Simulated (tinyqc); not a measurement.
Inside a calculation. Model: nanowire ballistic transistor, top-of-the-barrier model.

Program tinyqc, `OMP_NUM_THREADS=1 python tinyqc.py 2400082 2400083 out.jsonl`; Intel Xeon 2.30GHz, shared host, one thread, about 0.04 s. Printed values are rounded.

At the top of the source barrier, states moving towards the drain are filled by the source (Fermi level 0) and states moving back by the drain (Fermi level -q Vd); nothing scatters. U is the shift of the band edge there, set by the capacitances CG, CD and CS (the total) and by the charge. Parabolic one-dimensional subband; the source is grounded.

Parameters, values chosen for the exercise; mass and valleys close to those of a monolayer dichalcogenide:
- T = 300 K (temperature)
- m = 0.505 m0 (effective mass)
- gv = 2 (valley degeneracy)
- eox = 7.5 (relative permittivity of the gate insulator)
- tox = 1.4 nm (insulator thickness)
- d = 3 nm (wire diameter)
- aG = 0.77 (gate control CG/CS)
- aD = 0.083 (drain control CD/CS)
- E0 = 0.26 eV (band edge at the barrier top above the source Fermi level at zero bias)
- Vg = 0.7 V (gate voltage)
- Vd = 0.1 V (drain voltage)

Constants: q = 1.602176634e-19 C, kB = 1.380649e-23 J/K, hbar = 1.054571817e-34 J s, h = 6.62607015e-34 J s, m0 = 9.1093837015e-31 kg, Vt = kB T/q, eps0 = 8.8541878128e-14 F/cm where lengths are in cm. Results are converted to the units shown.

## Density of states, capacitances and charge at zero bias

N0 = gv sqrt(2 m kB T/pi)/hbar, CG = 2 pi eps0 eox/ln(1 + 2 tox/d), CS = CG/aG, n0 = n at U = 0 and Vd = 0. eta1 = -(E0 + U)/Vt, eta2 = eta1 - Vd/Vt, n = (N0/2)[F_(-1/2)(eta1) + F_(-1/2)(eta2)], F_(-1/2)(x) = (1/sqrt(pi)) int_0^infinity u^(-1/2)/(1 + exp(u - x)) du. UL = -(aG Vg + aD Vd).

N0 = 6.60521e6 cm^-1
CG = 6.32911 pF/cm
CS = 8.21962 pF/cm
n0 = 283.182 cm^-1
UL = -0.5473 eV

## Iteration 1: self-consistent potential at the barrier top

U at the start (U = UL) = -0.5473 eV

eta1 = -(E0 + U)/Vt, eta2 = eta1 - Vd/Vt, n = (N0/2)[F_(-1/2)(eta1) + F_(-1/2)(eta2)], F_(-1/2)(x) = (1/sqrt(pi)) int_0^infinity u^(-1/2)/(1 + exp(u - x)) du. U(out) = UL + q (n - n0)/CS. U(new) = U + 0.2 (U(out) - U).

eta1 = 11.1133
eta2 = 7.24509
n = 2.23231e7 cm^-1
U(out) = -0.112181 eV
U after iteration 1 = -0.460276 eV

## Iteration 2: self-consistent potential at the barrier top

As before.

eta1 = 7.74703
eta2 = 3.87886
n = 1.73892e7 cm^-1
U(out) = -0.208355 eV
U after iteration 2 = -0.409892 eV

## Course of the iteration: self-consistent potential at the barrier top

Stop when U changes by less than 1e-9 eV, or after 90 iterations.

Course of the iteration:
```
iteration	U (eV)	|change| (eV)
1	-0.460276	0.0870
2	-0.409892	0.0504
3	-0.384422	0.0255
4	-0.372908	0.0115
5	-0.367832	5.08e-3
6	-0.365580	2.25e-3
7	-0.364574	1.01e-3
8	-0.364122	4.51e-4
9	-0.363920	2.03e-4
...	...	...
17	-0.363755	3.39e-7
18	-0.363755	1.52e-7
19	-0.363755	6.85e-8
20	-0.363755	3.08e-8
21	-0.363755	1.39e-8
22	-0.363755	6.24e-9
23	-0.363755	2.80e-9
24	-0.363755	1.26e-9
25	-0.363755	5.67e-10
```

Converged in 25 iterations. At the end each change is about 0.45 times the one before: linear convergence.

## Current, mean velocity and share of the gate voltage

converged U = -0.363755 eV

N0 = gv sqrt(2 m kB T/pi)/hbar, CG = 2 pi eps0 eox/ln(1 + 2 tox/d), CS = CG/aG, n0 = n at U = 0 and Vd = 0. eta1 = -(E0 + U)/Vt, eta2 = eta1 - Vd/Vt, n = (N0/2)[F_(-1/2)(eta1) + F_(-1/2)(eta2)], F_(-1/2)(x) = (1/sqrt(pi)) int_0^infinity u^(-1/2)/(1 + exp(u - x)) du. I = gv (2 q^2/h) Vt [ln(1 + exp eta1) - ln(1 + exp eta2)]. Mean velocity I/(q n). CQ = (q/Vt) dn/d(eta1); the band edge follows the gate as -dU/dVg = aG/(1 + CQ/CS).

eta1 = 4.01340
n = 9.41669e6 cm^-1
I = 13.0715 uA
mean velocity = 8.66396e6 cm/s
CQ = 14.3937 pF/cm
-dU/dVg = 0.279884 eV/V

The carriers from the source are degenerate (eta1 = 4.01), and the mean velocity is 1.14 times vT = sqrt(2 kB T/(pi m)) = 7.57e6 cm/s. The drain fills a good part of the returning states, which lowers the mean.
